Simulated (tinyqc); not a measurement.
Inside a calculation: tunnelling through a thin dielectric with one trap, as a tight-binding chain. Values are carried at full precision from step to step, so a last printed digit may differ when a step is redone from the rounded ones.

Hopping -t everywhere, t = c/(m a^2), c = hbar^2/2m0; lead sites at 2t (band bottom 0), barrier sites 1 to N at 2t + phi, and site j has U besides. No voltage. Leads give S = -t exp(ika) on sites 1 and N, cos(ka) = 1 - E/(2t). T = (2 t sin(ka))^2 |G_1N|^2, G = (E - H - S)^-1. In the barrier cosh(q a) = 1 + (phi - E)/(2t).

Constants: hbar^2/2m0 = 3.80998211 eV angstrom^2; hbar = 6.58211957e-16 eV s.

Values chosen for the exercise (barrier and mass of the size used for HfO2 on silicon; not measured data):
```
symbol  value  unit      meaning
a       2.5    angstrom  site spacing
m       0.22   m0        mass, the same in leads and barrier
phi     1.59   eV        conduction edge of the barrier above that of the leads
U       -3.8   eV        extra energy on the trap site
E       0.49   eV        electron energy
N       9                barrier sites
j       5                site of the trap
```

## Scales

Form t, ka, q a, and the level of the trap in an endless barrier, Eb = phi + 2t - sqrt(4 t^2 + U^2).

t = 2.7709 eV
ka = 0.42368 rad
q a = 0.62008
Eb = 0.4123 eV

## The matrix E - H - S

Fill it in.

E - H - S (eV):
```
                 1        2        3        4        5        6
1  -4.1159+1.1392i   2.7709   0.0000   0.0000   0.0000   0.0000
2           2.7709  -6.6418   2.7709   0.0000   0.0000   0.0000
3           0.0000   2.7709  -6.6418   2.7709   0.0000   0.0000
4           0.0000   0.0000   2.7709  -6.6418   2.7709   0.0000
5           0.0000   0.0000   0.0000   2.7709  -2.8418   2.7709
6           0.0000   0.0000   0.0000   0.0000   2.7709  -6.6418
7           0.0000   0.0000   0.0000   0.0000   0.0000   2.7709
8           0.0000   0.0000   0.0000   0.0000   0.0000   0.0000
9           0.0000   0.0000   0.0000   0.0000   0.0000   0.0000

         7        8                9
1   0.0000   0.0000           0.0000
2   0.0000   0.0000           0.0000
3   0.0000   0.0000           0.0000
4   0.0000   0.0000           0.0000
5   0.0000   0.0000           0.0000
6   2.7709   0.0000           0.0000
7  -6.6418   2.7709           0.0000
8   2.7709  -6.6418           2.7709
9   0.0000   2.7709  -4.1159+1.1392i
```

## Transmission

Invert the matrix; T = (2 t sin(ka))^2 |G_1N|^2.

first row of G (1/eV): -0.2573-0.09154i  -0.05889-0.03020i  0.1161+0.01915i  0.3372+0.07610i  0.6922+0.1633i  0.3727+0.09134i  0.2011+0.05568i  0.1094+0.04211i  0.06112+0.04527i

T = 0.03003

Without the trap T is 5.09e-05: the trap changes it by a factor 590 at this energy.

## The resonance

Resonance: the lowest eigenvalue of H + S(E), iterated until its real part equals E (40 rounds from Eb = phi + 2t - sqrt(4t^2 + U^2), the level in an endless barrier). With v the normalised squared amplitudes of that state, Gamma_L = 2 t sin(ka) v_1, Gamma_R = 2 t sin(ka) v_N; Breit-Wigner T = Gamma_L Gamma_R/((E - Er)^2 + (Gamma_L + Gamma_R)^2/4).

Find Er, the two widths, the peak height 4 Gamma_L Gamma_R/(Gamma_L + Gamma_R)^2 and the escape time hbar/(Gamma_L + Gamma_R).

Er = 0.4062 eV

widths (meV): left 11.86, right 11.86

peak height = 1.000
escape time = 27.7 fs

squared amplitudes: 0.0057  0.0136  0.0444  0.1562  0.5603  0.1562  0.0444  0.0136  0.0057

The nearby leads move the level 6.1 meV below its value in an endless barrier. The trap is equally far from both leads, so the peak reaches one.

## Checks

- T at Er from the chain against the Breit-Wigner peak: 0.999 against 1.00.
- T without trap against the closed form for a lattice barrier: both 5.093e-05.

(tinyqc, `OMP_NUM_THREADS=1 python tinyqc.py 1451865 1451866 out.jsonl`, Intel(R) Xeon(R) Processor @ 2.30GHz, 1 thread, shared host, about 0.04 s.)
